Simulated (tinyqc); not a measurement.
RHF in the 6-31g basis, for H2, spin multiplicity 1, step by step. Computed by tinyqc, a small Python program that keeps every step (integrals from PySCF). Settings: charge = 0, multiplicity = 1, basis = 6-31g, energy threshold = 1e-10, iteration cap = 69, orthogonalisation = symmetric, start = atomic densities, DIIS depth = 6, DIIS from iteration = 2, method = RHF. Command: `OMP_NUM_THREADS=1 python tinyqc.py 26499 26500 out.jsonl` (the two numbers bound the seeds that draw the settings). One thread of a shared host (Intel(R) Xeon(R) Processor @ 2.60GHz), about 0.05 s of CPU time with the checks. Later iterations appear only in the table of the cycle.

## One-electron integrals

Geometry (angstrom):

| atom | x | y | z |
|---|---|---|---|
| H | 0.000000 | 0.000000 | 0.000000 |
| H | 0.000000 | 0.000000 | 0.929000 |

Basis 6-31g: exponents (1/bohr^2) and contraction coefficients of normalised primitives:

| element | l (shell) | exponent | coefficient |
|---|---|---|---|
| H | s (1) | 18.731137 | 0.033495 |
| H | s (1) | 2.825394 | 0.234727 |
| H | s (1) | 0.640122 | 0.813757 |
| H | s (2) | 0.161278 | 1.000000 |

Overlap, kinetic and nuclear-attraction integrals over the contracted functions; the nuclear repulsion is the sum of Za Zb / Rab.

nuclear repulsion = 0.56962025 hartree

overlap S, lower triangle:
```
          1H 1s     1H 2s     2H 1s     2H 2s
1H 1s  1.000000
1H 2s  0.658292  1.000000
2H 1s  0.301678  0.439034  1.000000
2H 2s  0.439034  0.779949  0.658292  1.000000
```

kinetic energy T (hartree), lower triangle:
```
          1H 1s     1H 2s     2H 1s     2H 2s
1H 1s  1.395678
1H 2s  0.259735  0.241917
2H 1s  0.068545  0.126163  1.395678
2H 2s  0.126163  0.157421  0.259735  0.241917
```

nuclear attraction V (hartree), lower triangle:
```
           1H 1s      1H 2s      2H 1s      2H 2s
1H 1s  -2.220977
1H 2s  -1.108552  -1.120171
2H 1s  -0.617974  -0.764714  -2.220977
2H 2s  -0.764714  -0.922674  -1.108552  -1.120171
```

core Hamiltonian H = T + V (hartree), lower triangle:
```
           1H 1s      1H 2s      2H 1s      2H 2s
1H 1s  -0.825299
1H 2s  -0.848817  -0.878255
2H 1s  -0.549429  -0.638551  -0.825299
2H 2s  -0.638551  -0.765253  -0.848817  -0.878255
```

## Two-electron integrals

Functions are numbered as in S; the eight-fold symmetry (ij|kl) = (ji|kl) = (kl|ij) leaves the list below.

Two-electron integrals (ij|kl) in chemists' order, unique and non-zero (hartree):
```
(11|11) 1.076566   (21|11) 0.578470   (21|21) 0.329423   (22|11) 0.587396
(22|21) 0.361304   (22|22) 0.453150   (31|11) 0.251660   (31|21) 0.145705
(31|22) 0.163160   (31|31) 0.085549   (32|11) 0.267025   (32|21) 0.165075
(32|22) 0.206565   (32|31) 0.104127   (32|32) 0.145436   (33|11) 0.554040
(33|21) 0.351695   (33|22) 0.457589   (33|31) 0.251660   (33|32) 0.376921
(33|33) 1.076566   (41|11) 0.376921   (41|21) 0.215802   (41|22) 0.238707
(41|31) 0.104127   (41|32) 0.121145   (41|33) 0.267025   (41|41) 0.145436
(42|11) 0.428057   (42|21) 0.265504   (42|22) 0.339324   (42|31) 0.135726
(42|32) 0.183086   (42|33) 0.428057   (42|41) 0.183086   (42|42) 0.275660
(43|11) 0.351695   (43|21) 0.221916   (43|22) 0.289588   (43|31) 0.145705
(43|32) 0.215802   (43|33) 0.578470   (43|41) 0.165075   (43|42) 0.265504
(43|43) 0.329423   (44|11) 0.457589   (44|21) 0.289588   (44|22) 0.388059
(44|31) 0.163160   (44|32) 0.238707   (44|33) 0.587396   (44|41) 0.206565
(44|42) 0.339324   (44|43) 0.361304   (44|44) 0.453150
```

## Orthogonalisation

S = U s U^T; symmetric (Loewdin) form X = U s^(-1/2) U^T, so that X^T S X = 1.

eigenvalues of S: 0.134749  0.417732  0.783624  2.663894

X, lower triangle:
```
           1H 1s      1H 2s      2H 1s     2H 2s
1H 1s   1.259361
1H 2s  -0.497673   1.747514
2H 1s  -0.079914   0.041126   1.259361
2H 2s   0.041126  -0.767054  -0.497673  1.747514
```

## Starting guess

The start is atomic minimal-basis densities projected into this basis (PySCF's MINAO start) and scaled to the electron count of each spin; this density is not idempotent, so its energy is not variational and may lie below the converged one.

D at the start, lower triangle:
```
           1H 1s     1H 2s     2H 1s     2H 2s
1H 1s   0.271266
1H 2s   0.296636  0.324909
2H 1s  -0.008079  0.003162  0.271266
2H 2s   0.003162  0.016591  0.296636  0.324909
```

## Iteration 1: building the Fock matrix

J_ij = sum D_kl (ij|kl), K_ij = sum D_kl (ik|jl); F = H + J - 0.5 K; E = tr D H + tr D J / 2 - 0.25 tr D K + E_nn.

Coulomb J (hartree), lower triangle:
```
          1H 1s     1H 2s     2H 1s     2H 2s
1H 1s  1.347903
1H 2s  0.799761  0.954380
2H 1s  0.419881  0.551395  1.347903
2H 2s  0.551395  0.777035  0.799761  0.954380
```

exchange K (hartree), lower triangle:
```
          1H 1s     1H 2s     2H 1s     2H 2s
1H 1s  0.880893
1H 2s  0.718305  0.700158
2H 1s  0.492070  0.590704  0.880893
2H 2s  0.590704  0.647941  0.718305  0.700158
```

Fock matrix F (hartree), lower triangle:
```
           1H 1s      1H 2s      2H 1s      2H 2s
1H 1s   0.082158
1H 2s  -0.408208  -0.273954
2H 1s  -0.375583  -0.382508   0.082158
2H 2s  -0.382508  -0.312189  -0.408208  -0.273954
```

total energy of this density = -0.76894758 hartree

This density is the starting one; it is not idempotent, so its energy is not variational and may lie below the converged one.

## Iteration 1: diagonalisation and new density

Diagonalise F' = X^T F X, C = X C', fill 1 alpha and 1 beta electrons from the bottom; D = 2 C_occ C_occ^T. Each column has its largest component positive (the first on a tie).

F' = X^T F X (hartree), lower triangle:
```
           1          2          3         4
1   0.595213
2  -0.567473   0.263779
3  -0.274010  -0.091350   0.595213
4  -0.091350  -0.180510  -0.567473  0.263779
```

orbital energies (hartree): MO1 -0.467242, MO2 0.135378, MO3 0.871714, MO4 1.178134

coefficients C:
```
            MO1        MO2        MO3        MO4
1H 1s  0.287038   0.195830   0.846979  -1.001815
1H 2s  0.325007   1.284258  -0.692271   1.287386
2H 1s  0.287038  -0.195830   0.846979   1.001815
2H 2s  0.325007  -1.284258  -0.692271  -1.287386
```

D after iteration 1, lower triangle:
```
          1H 1s     1H 2s     2H 1s     2H 2s
1H 1s  0.164782
1H 2s  0.186579  0.211259
2H 1s  0.164782  0.186579  0.164782
2H 2s  0.186579  0.211259  0.186579  0.211259
```

## Iteration 2: building the Fock matrix

As before.

Coulomb J (hartree), lower triangle:
```
          1H 1s     1H 2s     2H 1s     2H 2s
1H 1s  1.340650
1H 2s  0.798845  0.956093
2H 1s  0.423870  0.553456  1.340650
2H 2s  0.553456  0.780435  0.798845  0.956093
```

exchange K (hartree), lower triangle:
```
          1H 1s     1H 2s     2H 1s     2H 2s
1H 1s  0.915671
1H 2s  0.802375  0.809290
2H 1s  0.654660  0.721429  0.915671
2H 2s  0.721429  0.775771  0.802375  0.809290
```

Fock matrix F (hartree), lower triangle:
```
           1H 1s      1H 2s      2H 1s      2H 2s
1H 1s   0.057516
1H 2s  -0.451159  -0.326807
2H 1s  -0.452889  -0.445809   0.057516
2H 2s  -0.445809  -0.372704  -0.451159  -0.326807
```

total energy of this density = -1.10677908 hartree

## Iteration 2: diagonalisation and new density

As before.

F' = X^T F X (hartree), lower triangle:
```
           1          2          3         4
1   0.603360
2  -0.574131   0.250522
3  -0.333179  -0.124066   0.603360
4  -0.124066  -0.202360  -0.574131  0.250522
```

orbital energies (hartree): MO1 -0.547795, MO2 0.183791, MO3 0.866138, MO4 1.205631

coefficients C:
```
            MO1        MO2        MO3        MO4
1H 1s  0.295905   0.158976   0.843922  -1.008320
1H 2s  0.317729   1.330585  -0.695641   1.239445
2H 1s  0.295905  -0.158976   0.843922   1.008320
2H 2s  0.317729  -1.330585  -0.695641  -1.239445
```

D after iteration 2, lower triangle:
```
          1H 1s     1H 2s     2H 1s     2H 2s
1H 1s  0.175120
1H 2s  0.188035  0.201904
2H 1s  0.175120  0.188035  0.175120
2H 2s  0.188035  0.201904  0.188035  0.201904
```

## Iteration 3: building the Fock matrix

As before.

Coulomb J (hartree), lower triangle:
```
          1H 1s     1H 2s     2H 1s     2H 2s
1H 1s  1.349509
1H 2s  0.803131  0.959242
2H 1s  0.426705  0.556560  1.349509
2H 2s  0.556560  0.783197  0.803131  0.959242
```

exchange K (hartree), lower triangle:
```
          1H 1s     1H 2s     2H 1s     2H 2s
1H 1s  0.927917
1H 2s  0.807013  0.807405
2H 1s  0.662707  0.725520  0.927917
2H 2s  0.725520  0.774066  0.807013  0.807405
```

Fock matrix F (hartree), lower triangle:
```
           1H 1s      1H 2s      2H 1s      2H 2s
1H 1s   0.060251
1H 2s  -0.449192  -0.322714
2H 1s  -0.454078  -0.444750   0.060251
2H 2s  -0.444750  -0.369089  -0.449192  -0.322714
```

total energy of this density = -1.10713740 hartree

## Iteration 3: DIIS over 2 matrices

error matrix X^T (FDS - SDF) X:
```
          1          2         3          4
1  0.000000  -0.002257  0.000000  -0.002257
2  0.002257   0.000000  0.002257   0.000000
3  0.000000  -0.002257  0.000000  -0.002257
4  0.002257   0.000000  0.002257   0.000000
```

B (overlaps of the stored error matrices):
```
               1              2
1  1.7588311e-03  2.6777101e-04
2  2.6777101e-04  4.0766458e-05
```

Minimise |sum c_i e_i|^2 with sum c_i = 1: solve [B -1; -1 0][c; lambda] = [0; -1] with B_ij = tr e_i^T e_j, and take F = sum c_i F_i.

DIIS coefficients: -0.179584  1.179584

extrapolated F (hartree), lower triangle:
```
           1H 1s      1H 2s      2H 1s      2H 2s
1H 1s   0.060743
1H 2s  -0.448839  -0.321980
2H 1s  -0.454291  -0.444560   0.060743
2H 2s  -0.444560  -0.368440  -0.448839  -0.321980
```

## Iteration 3: diagonalisation and new density

As before.

F' = X^T F X (hartree), lower triangle:
```
           1          2          3         4
1   0.607114
2  -0.574312   0.254484
3  -0.336343  -0.124065   0.607114
4  -0.124065  -0.200397  -0.574312  0.254484
```

orbital energies (hartree): MO1 -0.544303, MO2 0.186920, MO3 0.869160, MO4 1.211418

coefficients C:
```
            MO1        MO2        MO3        MO4
1H 1s  0.297494   0.156928   0.843364  -1.008640
1H 2s  0.316418   1.333099  -0.696239   1.236740
2H 1s  0.297494  -0.156928   0.843364   1.008640
2H 2s  0.316418  -1.333099  -0.696239  -1.236740
```

D after iteration 3, lower triangle:
```
          1H 1s     1H 2s     2H 1s     2H 2s
1H 1s  0.177006
1H 2s  0.188265  0.200241
2H 1s  0.177006  0.188265  0.177006
2H 2s  0.188265  0.200241  0.188265  0.200241
```

## Iteration 4: building the Fock matrix

As before.

Coulomb J (hartree), lower triangle:
```
          1H 1s     1H 2s     2H 1s     2H 2s
1H 1s  1.351096
1H 2s  0.803899  0.959806
2H 1s  0.427213  0.557116  1.351096
2H 2s  0.557116  0.783691  0.803899  0.959806
```

exchange K (hartree), lower triangle:
```
          1H 1s     1H 2s     2H 1s     2H 2s
1H 1s  0.930106
1H 2s  0.807829  0.807050
2H 1s  0.664142  0.726239  0.930106
2H 2s  0.726239  0.773744  0.807829  0.807050
```

Fock matrix F (hartree), lower triangle:
```
           1H 1s      1H 2s      2H 1s      2H 2s
1H 1s   0.060745
1H 2s  -0.448832  -0.321974
2H 1s  -0.454288  -0.444554   0.060745
2H 2s  -0.444554  -0.368434  -0.448832  -0.321974
```

total energy of this density = -1.10714591 hartree

## Iteration 4: DIIS over 3 matrices

error matrix X^T (FDS - SDF) X:
```
          1          2         3          4
1  0.000000  -0.000001  0.000000  -0.000001
2  0.000001   0.000000  0.000001   0.000000
3  0.000000  -0.000001  0.000000  -0.000001
4  0.000001   0.000000  0.000001   0.000000
```

B (overlaps of the stored error matrices), lower triangle:
```
               1              2              3
1  1.7588311e-03
2  2.6777101e-04  4.0766458e-05
3  8.5313158e-08  1.2988393e-08  4.1381658e-12
```

As before.

DIIS coefficients: -0.074129  0.486721  0.587408

extrapolated F (hartree), lower triangle:
```
           1H 1s      1H 2s      2H 1s      2H 2s
1H 1s   0.060744
1H 2s  -0.448835  -0.321976
2H 1s  -0.454289  -0.444556   0.060744
2H 2s  -0.444556  -0.368436  -0.448835  -0.321976
```

## Iteration 4: diagonalisation and new density

As before.

F' = X^T F X (hartree), lower triangle:
```
           1          2          3         4
1   0.607113
2  -0.574309   0.254484
3  -0.336344  -0.124063   0.607113
4  -0.124063  -0.200397  -0.574309  0.254484
```

orbital energies (hartree): MO1 -0.544298, MO2 0.186920, MO3 0.869154, MO4 1.211417

coefficients C:
```
            MO1        MO2        MO3        MO4
1H 1s  0.297495   0.156928   0.843363  -1.008640
1H 2s  0.316418   1.333100  -0.696239   1.236740
2H 1s  0.297495  -0.156928   0.843363   1.008640
2H 2s  0.316418  -1.333100  -0.696239  -1.236740
```

D after iteration 4, lower triangle:
```
          1H 1s     1H 2s     2H 1s     2H 2s
1H 1s  0.177006
1H 2s  0.188265  0.200241
2H 1s  0.177006  0.188265  0.177006
2H 2s  0.188265  0.200241  0.188265  0.200241
```

## Iteration 5 (converged): orbitals

converged F (hartree), lower triangle:
```
           1H 1s      1H 2s      2H 1s      2H 2s
1H 1s   0.060745
1H 2s  -0.448832  -0.321974
2H 1s  -0.454288  -0.444554   0.060745
2H 2s  -0.444554  -0.368434  -0.448832  -0.321974
```

As before.

F' = X^T F X (hartree), lower triangle:
```
           1          2          3         4
1   0.607112
2  -0.574307   0.254484
3  -0.336344  -0.124061   0.607112
4  -0.124061  -0.200396  -0.574307  0.254484
```

orbital energies (hartree): MO1 -0.544294, MO2 0.186920, MO3 0.869150, MO4 1.211415

coefficients C:
```
            MO1        MO2        MO3        MO4
1H 1s  0.297495   0.156928   0.843363  -1.008640
1H 2s  0.316418   1.333100  -0.696239   1.236740
2H 1s  0.297495  -0.156928   0.843363   1.008640
2H 2s  0.316418  -1.333100  -0.696239  -1.236740
```

D after iteration 5, lower triangle:
```
          1H 1s     1H 2s     2H 1s     2H 2s
1H 1s  0.177006
1H 2s  0.188265  0.200240
2H 1s  0.177006  0.188265  0.177006
2H 2s  0.188265  0.200240  0.188265  0.200240
```

## Convergence

Stop when the energy changes by less than 1e-10 hartree and every element of the error matrix X^T (F D S - S D F) X is below 3e-06.

Course of the cycle:

| iteration | E (hartree) | change | largest element of the error matrix |
|---|---|---|---|
| 1 | -0.76894758 | - | 7.89e-02 |
| 2 | -1.10677908 | -3.38e-01 | 1.48e-02 |
| 3 | -1.10713740 | -3.58e-04 | 2.26e-03 |
| 4 | -1.10714591 | -8.51e-06 | 7.19e-07 |
| 5 | -1.10714591 | -7.16e-13 | 2.97e-07 |

PySCF RHF in the same basis = -1.10714591 hartree

Converged in 5 iterations.

## Populations, bond orders and dipole

Mulliken: Z minus the diagonal of D S on the atom; Loewdin: the same with S^(1/2) D S^(1/2); Mayer order: 2 sum_s sum (D(s) S)_ij (D(s) S)_ji over the two atoms.

Charges (e):

| atom | Mulliken | Loewdin |
|---|---|---|
| 1H | 0 | 0 |
| 2H | 0 | 0 |

Mayer bond orders:

| pair | order |
|---|---|
| 2-1 | 1.000000 |

dipole moment about the origin, x y z (debye): 0.000000  0.000000  0.000000
